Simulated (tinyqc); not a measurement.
Spectrum around the optical phonon: single-oscillator infrared dielectric function of a polar cubic crystal. Computed by tinyqc, a small Python program. Command: `OMP_NUM_THREADS=1 python tinyqc.py 3008828 3008829 out.jsonl infrared walk`. One thread of a shared host (Intel(R) Xeon(R) Processor @ 2.30GHz), about 0.01 s of CPU time with the checks.

One ion pair, charges +Z* and -Z*, in a cell of volume Omega = a^3/4. Frequencies omega are given as wavenumbers (1/cm); eps_s is the static dielectric constant.

Inputs (values chosen for the exercise, modelled on aluminium arsenide):

| quantity | value | unit |
|---|---|---|
| lattice constant a | 5.661 | angstrom |
| mass M_A | 26.98 | u |
| mass M_B | 74.92 | u |
| omega_TO | 360 | 1/cm |
| Born charge Z* | 2.28 | e |
| eps_inf | 8.44 | - |
| phonon damping gamma | 4 | 1/cm |

Structure: zinc blende. Free carriers: absent.

Constants: nu for 1 eV/(angstrom^2 u) = 15.6333042 THz; 1 THz = 33.35640952 1/cm; e^2/(4 pi eps_0) = 14.39964548 eV angstrom.

Method:
- mu = M_A M_B/(M_A + M_B); ionic plasma term W^2 = 4 pi Z*^2 (e^2/(4 pi eps_0))/(Omega mu) in eV/(angstrom^2 u), turned into 1/cm by W = 15.6333042 x 33.35640952 x sqrt(W^2); omega_LO^2 = omega_TO^2 + W^2/eps_inf; eps_s = eps_inf + W^2/omega_TO^2; Szigeti charge 3 Z*/(eps_inf + 2); longitudinal (Callen) charge Z*/eps_inf.
- eps(omega) = eps_inf + W^2/(omega_TO^2 - omega^2 - i gamma omega); n + i k = sqrt(eps) with k >= 0; R = |(n + i k - 1)/(n + i k + 1)|^2 at normal incidence from vacuum.
- The loss function is Im(-1/eps).

omega_LO = 404.088 1/cm

W = 533.216 1/cm

Spectrum:

| omega (1/cm) | Re eps | Im eps | R | Im(-1/eps) |
|---|---|---|---|---|
| 180 | 11.365 | 0.021666 | 0.29426 | 1.6774e-04 |
| 306 | 16.337 | 0.26875 | 0.36404 | 0.0010067 |
| 349 | 43.764 | 6.3229 | 0.54636 | 0.0032338 |
| 360 | 8.44 | 197.44 | 0.81454 | 0.0050555 |
| 371 | -25.754 | 6.3107 | 0.91413 | 0.0089755 |
| 382 | -8.8260 | 1.6162 | 0.89695 | 0.020074 |
| 395 | -2.2812 | 0.64104 | 0.77816 | 0.11417 |
| 404 | 0.0016410 | 0.40565 | 0.21797 | 2.4651 |
| 412 | 1.3694 | 0.29026 | 0.0097696 | 0.14812 |
| 428 | 3.1394 | 0.16935 | 0.077903 | 0.017134 |
| 465 | 5.1593 | 0.070442 | 0.15107 | 0.0026459 |
| 606 | 7.2437 | 0.012203 | 0.20995 | 2.3257e-04 |
| 1010 | 8.1207 | 0.0014485 | 0.23086 | 2.1965e-05 |

What does the comparison show, and why?

R peaks among these rows at 371 per cm with 0.91 and is lowest, 0.010, at 412; far above omega_LO it tends to ((sqrt(eps_inf) - 1)/(sqrt(eps_inf) + 1))^2 = 0.238. Im eps is largest at 360 and the loss function at 404: absorption marks the TO mode and the loss function the LO mode. Re eps is negative in some rows, where R averages 0.86.

Extremes, crossings and ranges named in words are read from the listed rows.
